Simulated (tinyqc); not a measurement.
# Trap density from two Hall measurements

Inverse problem. p-type body, charge-sheet picture, full ionisation (an idealisation for deep acceptors), Boltzmann statistics for free electrons. e = Ec - EF at the surface. psi = Eg - Vt ln(Nv/Na) - e; N_dep = sqrt(2 eps0 eps_r Na (psi - Vt)/q); n_f = sqrt(N_dep^2 + 2 eps0 eps_r Vt Nc exp(-e/Vt)/q) - N_dep; Vg = Vfb + psi + q (N_dep + n_t + n_f)/Cox, Cox = eps0 eox/tox. Find e and n_t at both points and the mean trap density between them.

Inputs (values chosen for the exercise); band and dielectric values close to those of silicon: temperature T = 300 K; band gap Eg = 1.12 eV; relative permittivity eps_r = 11.7; conduction-band density of states at T Nc = 2.75e19 cm^-3; valence-band density of states at T Nv = 2.7e19 cm^-3; relative permittivity of the insulator eox = 3.9; insulator thickness tox = 38 nm; acceptor density Na = 1.4e17 cm^-3; flat-band voltage without trapped charge Vfb = -0.9 V.

Constants: q = 1.602176634e-19 C, kB = 1.380649e-23 J/K, Vt = kB T/q, eps0 = 8.8541878128e-14 F/cm where lengths are in cm. Results are converted to the units shown.

Vg (V): 2.3995882  3.8882033
free sheet density from the Hall effect (cm^-2): 1.0591898e10  3.7367939e11

Answer. Each n_f fixes e; what the gate voltage holds beyond psi, N_dep and n_f is trapped; the difference quotient is the density, smeared over a few Vt.

e (eV): 0.1520  0.05500
n_t (cm^-2): 1.809e11  5.365e11
mean trap density = 3.666e12 cm^-2 eV^-1

tinyqc, about 0.02 s, one thread, Intel Xeon 2.30GHz (shared host): `OMP_NUM_THREADS=1 python tinyqc.py 2222088 2222089 out.jsonl`
